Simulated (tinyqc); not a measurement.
Space-charge-limited current through a thin insulating or semi-insulating film with traps: one step, computed by the program tinyqc.

One ohmic injecting contact at x = 0 (field zero), drift only, non-degenerate free carriers.

Task: One point of the curve. Free density n_0 = N_c exp(-E_0/k_B T) in equilibrium; trapped density n_t(n) = N_t/(1 + n_1/n), n_1 = N_c exp(-E_t/k_B T). J = e mu n F and (eps eps_0/e) dF/dx = n - n_0 + n_t(n) - n_t(n_0) = rho(n). With F = J/(e mu n): d = (eps eps_0 J/(e^2 mu)) I_1 and V = (eps eps_0 J^2/(e^3 mu^2)) I_2, I_k = int_(n_L)^infinity dn/(n^(k+1) rho(n)), n_L the density at the anode; with u = n_L/n, 200 Gauss-Legendre points in t, u = 1 - (1 - t)^2. Anode field J/(e mu n_L); Mott-Gurney current (9/8) eps eps_0 mu V^2/d^3; ohmic current e n_0 mu V/d.

Inputs (values chosen for the exercise, modelled on Si3N4):

| quantity | value | unit |
|---|---|---|
| permittivity eps | 7.5 | - |
| band mobility mu | 0.094 | cm^2/(V s) |
| effective density of states N_c | 9.7e+19 | 1/cm^3 |
| trap density N_t | 3.1e+14 | 1/cm^3 |
| equilibrium Fermi level below the band edge, E_0 | 0.82 | eV |
| thickness d | 2700 | nm |
| free density at the anode, in units of N_c | 0.00024 | - |
| temperature T | 350 | K |
| trap level E_t below the band edge | 0.36 | eV |

Traps: single level.

Constants: k_B = 8.617333262e-05 eV/K; eps_0 = 8.8541878128e-12 F/m; e = 1.602176634e-19 C.

Give: I_1; I_2; current density J; voltage V; anode field over mean field V/d; trap-free Mott-Gurney current; ohmic current.

Result:

I_1 = 9.146e-34 cm^6

I_2 = 2.616e-50 cm^9

current density J = 1073 A/cm^2

voltage V = 550.1 V

anode field over mean field V/d = 1.502

trap-free Mott-Gurney current = 1080 A/cm^2

ohmic current = 4.637e-06 A/cm^2

Caution: J V exceeds 1e5 W/cm^2, where self-heating, left out here, would matter.
